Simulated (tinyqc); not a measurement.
Inside a calculation. Model: ellipsometry and reflectance of a transparent film on an absorbing substrate.

Program tinyqc, `OMP_NUM_THREADS=1 python tinyqc.py 2870199 2870200 out.jsonl`; Intel Xeon 2.30GHz, shared host, one thread, about 0.4 s. Printed values are rounded.

Air (index 1), film, substrate with N2 = n2 - i k2; time factor exp(+i w t). q_j = sqrt(N_j^2 - sin^2 th), root with positive real part. Fresnel coefficients r_s = (q_a - q_b)/(q_a + q_b), r_p = (N_b^2 q_a - N_a^2 q_b)/(N_b^2 q_a + N_a^2 q_b). tan(Psi) exp(i Delta) = R_p/R_s, Delta taken from 0 to 360 degrees.

Parameters, values chosen for the exercise; indices close to those of hafnium oxide on silicon: wavelength lam = 546.1 nm; angle of incidence th = 75 degrees; index of the transparent film n1 = 2.04; film thickness d = 27 nm; index of the substrate n2 = 4.086; extinction coefficient of the substrate k2 = 0.031.

## Interface coefficients and thickness period

q0, q1, q2 and the coefficients r01 and r12 for p and s; the results repeat in d with the period lam/(2 q1).

q0 = 0.2588190
q1 = 1.796827
q2 = 3.970194-0.031904i
r01,p = -0.2504327
r01,s = -0.7481872
r12,p = 0.2896981-0.0032694i
r12,s = -0.3768804+0.0034472i
period = 151.9623 nm

## Psi, Delta and reflectances

beta = 2 pi d q1/lam, X = exp(-2 i beta), R = (r01 + r12 X)/(1 + r01 r12 X) for p and s.

beta = 0.5581844 rad
X = 0.4389479-0.8985125i
R_p = -0.1478586-0.2601336i
R_s = -0.8376045+0.1132289i
Psi = 19.49453 degrees
Delta = 68.08501 degrees
|R_p|^2 = 0.08953165
|R_s|^2 = 0.7144021

The bare substrate gives Psi = 2.771 and Delta = 175.25 degrees.
